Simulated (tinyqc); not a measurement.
# Doping and voltage from widths and field

Problem. In the depletion approximation an abrupt p-n junction has a triangular field: peak E = q Nd xn/(eps0 eps_r) = q Na xp/(eps0 eps_r), W = xn + xp, and Vbi - V = E W/2. Find Nd, Na and Vbi - V.

Parameters, values chosen for the exercise:
```
symbol,value,unit,meaning
eps_r,11.2,,relative permittivity
```

Constants: q = 1.602176634e-19 C, eps0 = 8.8541878128e-14 F/cm where lengths are in cm. Results are converted to the units shown.

W = 505.03314 nm
peak field = 65.312585 kV/cm
xn = 23.779587 nm

Solution. Gauss's law on each side gives its doping from the peak field and its width; the voltage is the area of the triangle.

Nd = 1.700e17 cm^-3
Na = 8.400e15 cm^-3
Vbi - V = 1.649 V

tinyqc, about 0.02 s, one thread, Intel Xeon 2.30GHz (shared host): `OMP_NUM_THREADS=1 python tinyqc.py 2000089 2000090 out.jsonl`
